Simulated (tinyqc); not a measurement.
Hueckel theory of the pi electrons, for the molecule Clc1ccccc1 (SMILES; centres numbered as the heavy atoms are written), step by step. One step of it, computed by the program tinyqc.

Question. Energy, charges, bond orders. E = sum n x; q_r = z_r - P_rr; bond order p = P_rs; free valence = sqrt(3) - sum of p over the bonds of the atom.

x values: 2.200464  1.874298  1.000000  0.949745  -1.000000  -1.017721  -2.006786

occupations: 2.000000  2.000000  2.000000  2.000000  0.000000  0.000000  0.000000

charge and bond-order matrix P, lower triangle:
```
           1Cl         2C         3C         4C         5C        6C        7C
1Cl   1.984848
2C    0.122839   0.987869
3C   -0.076557   0.661552   1.010423
4C   -0.011332   0.002354   0.667626   0.999456
5C    0.054835  -0.330833  -0.008613   0.666085   1.007525
6C   -0.011332   0.002354  -0.332374  -0.000544   0.666085  0.999456
7C   -0.076557   0.661552   0.010423  -0.332374  -0.008613  0.667626  1.010423
```

Centres:
```
centre  z_r, pi electrons of the neutral centre         h
1Cl                                           2  2.000000
2C                                            1  0.000000
3C                                            1  0.000000
4C                                            1  0.000000
5C                                            1  0.000000
6C                                            1  0.000000
7C                                            1  0.000000
```

Bonds:
```
i  j         k
1  2  0.400000
2  3         1
3  4         1
4  5         1
5  6         1
6  7         1
7  2         1
```

Give: pi energy = 8 alpha + this times beta; pi charges; Bond orders and lengths from R = 1.517 - 0.180 p; free valence of the carbons; gap between the highest filled and the next level.

Answer.

pi energy = 8 alpha + this times beta = 12.0490

pi charges: 1Cl 0.0152, 2C 0.0121, 3C -0.0104, 4C 0.0005, 5C -0.0075, 6C 0.0005, 7C -0.0104

Bond orders and lengths from R = 1.517 - 0.180 p (angstrom, C-C alone):
```
bond       p       R
1-2   0.1228       -
2-3   0.6616  1.3979
3-4   0.6676  1.3968
4-5   0.6661  1.3971
5-6   0.6661  1.3971
6-7   0.6676  1.3968
7-2   0.6616  1.3979
```

free valence of the carbons: 2C 0.2861, 3C 0.4029, 4C 0.3983, 5C 0.3999, 6C 0.3983, 7C 0.4029

gap between the highest filled and the next level = 1.9497 |beta|
